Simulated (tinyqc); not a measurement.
From results back to parameters: propagation of a band-gap error through k.p and effective-mass formulas. Three cases, with inputs chosen for the exercise.

Problem. A calculation returned the electron mass below. With 1/me = 1 + Ep (E + 2 Dso/3)/(E (E + Dso)) and the given Ep and Dso, which gap E did it have, and by what factor is exp(-E/2kT) off against the gap Eg?

Constants: kB = 8.617333262e-05 eV/K.

Case 1.

Values chosen (reference values near those of CdTe, gap at low temperature; shifted at random, so the results belong to these values and not to a real crystal):
- Eg = 1.614 eV (gap at Gamma to the s-like level)
- Dso = 0.909 eV (spin-orbit splitting)
- Ep = 19 eV (Kane energy)
- T = 400 K (temperature)

me = 0.0564700 m0

Case 2.

Values chosen (reference values near those of GaAs, gap at low temperature; shifted at random, so the results belong to these values and not to a real crystal):
- Eg = 1.548 eV (gap at Gamma to the s-like level)
- Dso = 0.339 eV (spin-orbit splitting)
- Ep = 25.7 eV (Kane energy)
- T = 300 K (temperature)

me = 0.1140850 m0

Case 3.

Values chosen (reference values near those of GaAs, gap at low temperature; shifted at random, so the results belong to these values and not to a real crystal):
- Eg = 1.509 eV (gap at Gamma to the s-like level)
- Dso = 0.336 eV (spin-orbit splitting)
- Ep = 25.6 eV (Kane energy)
- T = 77 K (temperature)

me = 0.0362960 m0

Find: X = 1/me - 1; E; log10 of the factor.
Solution. X E^2 + (X Dso - Ep) E - (2/3) Ep Dso = 0 has one positive root; the factor is exp((Eg - E)/2kT).

Case 1.

X = 1/me - 1 = 16.709
E = 0.952 eV
log10 of the factor = 4.17

Case 2.

X = 1/me - 1 = 7.765
E = 3.204 eV
log10 of the factor = -13.91

Case 3.

X = 1/me - 1 = 26.551
E = 0.875 eV
log10 of the factor = 20.75

Computed by tinyqc, one run a case: `OMP_NUM_THREADS=1 python tinyqc.py N N+1 out.jsonl` with N = 1850154, 1850156, 1850159; one thread of a shared Intel(R) Xeon(R) Processor @ 2.30GHz, about 0.01 s a run at most.
